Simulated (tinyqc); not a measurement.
# Worked calculation: input admittance of a MOSFET at zero drain bias: distributed channel and distributed gate

Program tinyqc, `OMP_NUM_THREADS=1 python tinyqc.py 2262098 2262099 out.jsonl`; Intel Xeon 2.30GHz, shared host, one thread, about 0.01 s. Printed values are rounded.

Source and drain grounded, strong inversion, w = 2 pi f, Cox = eps0 eox/tox. The channel is an RC line of resistance 1/(mu Cox Vo) per square fed from both ends, so one finger has the intrinsic admittance y = i w Cox L tanh(g)/g per width, g = (1/2) sqrt(i w tau), tau = L^2/(mu Vo). The vertical resistance rv/L is in series with y, the overlaps 2 i w Cov in parallel: y_t = 1/(1/y + rv/L) + 2 i w Cov. The gate strip is a line of Rsh/L per length loaded by y_t, so a finger has Y = y_t Wf tanh(k)/k, k = (Wf/sd) sqrt(y_t Rsh/L); the device has Nf Y.

Values chosen for this exercise; values of the order met in silicon radio-frequency transistors: relative permittivity of the gate insulator (close to silicon dioxide) eox = 3.9; insulator thickness tox = 5.8 nm; channel length L = 0.6 um; finger width Wf = 2.1 um; number of fingers Nf = 32; channel mobility mu = 150 cm^2/(V s); gate overdrive Vo = 0.78 V; sheet resistance of the gate Rsh = 4.3 ohm/square; vertical resistivity of the gate stack rv = 0 ohm um^2; number of ends at which a finger is contacted sd = 2; overlap and fringe capacitance on each side Cov = 0.3 fF/um; frequency f = 18 GHz.

Constants: eps0 = 8.8541878128e-14 F/cm where lengths are in cm. Results are converted to the units shown.

## Low-frequency resistances and capacitance

Low-frequency limits, with c = Cox L and ct = c + 2 Cov: R_strip = Rsh Wf/(3 sd^2 L Nf), R_ch = (c/ct)^2 L/(12 mu Cox Vo Wf Nf), R_vert = (c/ct)^2 rv/(L Wf Nf), C = ct Wf Nf.

parts (ohm): strip 0.03919271, channel 7.830168, vertical 0
sum = 7.869360 ohm
C = 280.3723 fF
1/(2 pi R C) = 72.13493 GHz

The channel term is the largest, 99.5 % of the sum.

## Admittance of the channel and stack per width

tau, g, c = Cox L, y and y_t as defined.

tau = 30.76923 ps
g = 0.6595375+0.6595375i
c = 3.572207 fF/um
y = 104.3898+367.7383i uS/um
y_t = 104.3898+435.5967i uS/um

w tau = 3.48, and Im y is 0.910 of w c.

## Input impedance of the device

k and Y as defined; Z = 1/(Nf Y) = R + 1/(i w C); Q = |Im Z|/R; signal at the point farthest from a contact |1/cosh k|.

k = 0.04671199+0.03684020i
Nf Y = 7.04662+29.25596i mS
R = 7.781449 ohm
C = 273.6865 fF
Q = 4.151774
signal at the far point = 0.9995868

R is 1.1 % below its low-frequency limit and C is 2.4 % below its own.
